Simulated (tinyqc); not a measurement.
Parabolic quantum dot in a magnetic field (Fock-Darwin): one step. Orbital levels. Three cases, with inputs chosen for the exercise.

Question. The eight lowest (n, l) from E = (2n + |l| + 1) W - l wc/2.

Give: a table of (n,l), E (meV).

Case 1.

hbar wc = 0.918598 meV
hbar W = 1.857675 meV

Answer.

Levels:
```
"(n,l)",E (meV)
"(0,0)",1.858
"(0,1)",3.256
"(0,-1)",4.175
"(0,2)",4.654
"(1,0)",5.573
"(0,3)",6.053
"(0,-2)",6.492
"(1,1)",6.971
```

Case 2.

hbar wc = 0.532617 meV
hbar W = 1.229195 meV

Answer.

Levels:
```
"(n,l)",E (meV)
"(0,0)",1.229
"(0,1)",2.192
"(0,-1)",2.725
"(0,2)",3.155
"(1,0)",3.688
"(0,3)",4.118
"(0,-2)",4.220
"(1,1)",4.650
```

Case 3.

hbar wc = 7.756432 meV
hbar W = 6.327761 meV

Answer.

Levels:
```
"(n,l)",E (meV)
"(0,0)",6.328
"(0,1)",8.777
"(0,2)",11.227
"(0,3)",13.676
"(0,4)",16.126
"(0,-1)",16.534
"(0,5)",18.575
"(1,0)",18.983
```

Computed by tinyqc, one run a case: `OMP_NUM_THREADS=1 python tinyqc.py N N+1 out.jsonl` with N = 1281578, 1281668, 1281815; one thread of a shared Intel(R) Xeon(R) Processor @ 2.30GHz, about 0.08 s a run at most.
